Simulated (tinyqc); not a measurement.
Equilibrium and kinetic segregation of a solute to boundaries and growing surfaces: one step, computed by the program tinyqc. Command: `OMP_NUM_THREADS=1 python tinyqc.py 3019061 3019062 out.jsonl segreg walk`. One thread of a shared host (Intel(R) Xeon(R) Processor @ 2.30GHz), about 0.01 s of CPU time with the checks.

Question. Segregation at a growing surface. Two-state exchange during growth, dilute: jump up r_u = nu exp(-E_b/(k_B T_g)), jump back r_d = r_u exp(-E_s/(k_B T_g)), nu = 1e13 1/s. In the time 1/R of one monolayer the share carried up is p = [r_u/(r_u + r_d)] [1 - exp(-(r_u + r_d)/R)]; the tail decays as p^n, length -1/ln p monolayers; the equilibrium limit has p = r_u/(r_u + r_d).

Inputs (values chosen for the exercise, for a model alloy):

| quantity | value | unit |
|---|---|---|
| exchange barrier E_b | 1.49 | eV |
| surface segregation energy E_s | 0.27 | eV |
| growth temperature T_g | 870 | K |
| growth rate | 0.12 | monolayers/s |

Constants: k_B = 8.617333262e-05 eV/K.

Give: r_u; r_d; share carried up p; decay length.

Answer.

r_u = 23370 1/s

r_d = 637.7 1/s

share carried up p = 0.9734

decay length = 37.15 monolayers

Exchange is fast against growth: the equilibrium regime, where heating shortens the tail.
